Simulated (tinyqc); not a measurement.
# One-sided p+-n junction, ionisation integral and breakdown: what changes with what

A p+ layer at x < 0 and an n drift layer from x = 0. Depletion approximation, built-in voltage neglected. Local ionisation coefficients alpha_n = an exp(-(bn/E)^mx), alpha_p = ap exp(-(bp/E)^mx). Electrons move towards +x, holes towards x = 0.

Values chosen for this exercise; material values close to those of silicon: relative permittivity eps_r = 11.5; prefactor of the electron ionisation coefficient an = 7.51e5 1/cm; field constant for electrons bn = 1.21e6 V/cm; prefactor of the hole ionisation coefficient ap = 1.55e6 1/cm; field constant for holes bp = 1.97e6 V/cm; exponent mx = 1; electron mobility of the drift layer mu = 1330 cm^2/(V s); donor density of the drift layer N = 1.1e16 cm^-3.

Constants: q = 1.602176634e-19 C, eps0 = 8.8541878128e-14 F/cm where lengths are in cm. Results are converted to the units shown.

Each table varies one quantity; the others keep the values above.

## Multiplication against voltage

W = sqrt(2 eps0 eps_r V/(q N)), peak field E0 = q N W/(eps0 eps_r), falling linearly to 0 at W. G(x) = integral from 0 to x of (alpha_n - alpha_p); I_n = integral of alpha_n exp(-G) (electrons injected at x = 0), I_p = integral of alpha_p exp(G(end) - G) (holes injected at the far edge); M = 1/(1 - I). Integrals on a fine grid; BV is where I_n = 1. Here BV = 46.4082 V; the Miller exponent is n = ln(1 - 1/M)/ln(V/BV).

Multiplication against voltage:
```
V (V),E0 (kV/cm),I_n,I_p,M_n,M_p,"Miller n, electrons","Miller n, holes"
18.6,254,0.134,0.0109,1.16,1.01,2.20,4.94
23.2,283,0.253,0.0325,1.34,1.03,1.98,4.94
27.8,310,0.397,0.0775,1.66,1.08,1.80,4.99
32.5,335,0.556,0.164,2.25,1.20,1.65,5.07
37.1,358,0.712,0.314,3.47,1.46,1.52,5.17
39.9,372,0.803,0.453,5.08,1.83,1.45,5.24
42.7,384,0.891,0.642,9.15,2.80,1.39,5.31
44.6,393,0.948,0.808,19.1,5.21,1.35,5.36
45.7,398,0.980,0.920,49.4,12.6,1.33,5.39
```

Read the table: what changes, and by how much?

M_n rises from 1.155 to 49.4 and M_p from 1.011 to 12.6; both diverge at BV. The Miller exponent for electrons falls from 2.20 to 1.33 and that for holes rises from 4.94 to 5.39. The larger multiplication belongs to electrons, whose coefficient at the peak field of the last row is 3.27 times the other.

## Effect of the drift doping

Same model as above.

Specific on-resistance Ron = W/(q mu N) with constant mobility and full ionisation.

Effect of the drift doping:
```
N (cm^-3),BV (V),E0 at BV (kV/cm),W at BV (um),Ron (mohm cm^2),BV^2/Ron (MW/cm^2),eps0 eps_r mu E0^3/4 (MW/cm^2)
9.2e14,251,269,18.6,9.50,6.62,6.62
1.8e15,156,297,10.5,2.73,8.87,8.87
3.4e15,100,328,6.13,0.845,11.9,11.9
6.5e15,65.1,365,3.57,0.258,16.5,16.5
1.2e16,43.9,407,2.16,0.0844,22.9,22.9
2.4e16,28.7,466,1.23,0.0241,34.3,34.3
4.6e16,19.8,535,0.739,0.00754,51.8,51.8
8.8e16,14.0,622,0.449,0.00240,81.5,81.5
```

Read the table: what changes, and by how much?

BV falls from 251 to 14.0 V while the critical field rises from 269 to 622 kV/cm. BV goes as N^(-0.71) between the first two rows and N^(-0.54) between the last two (a coefficient proportional to E^7 gives -0.75 without punch-through). Ron goes as BV^(2.87) over the table; the last two columns agree since BV = E0 W/2 and N = eps0 eps_r E0/(q W). For N = 4.6e16, 8.8e16 the layer is under 0.5 um wide or BV under 28 V, so dead space, tunnelling and the built-in voltage, all left out, matter.

tinyqc, about 0.03 s, one thread, Intel Xeon 2.30GHz (shared host): `OMP_NUM_THREADS=1 python tinyqc.py 2120008 2120009 out.jsonl`
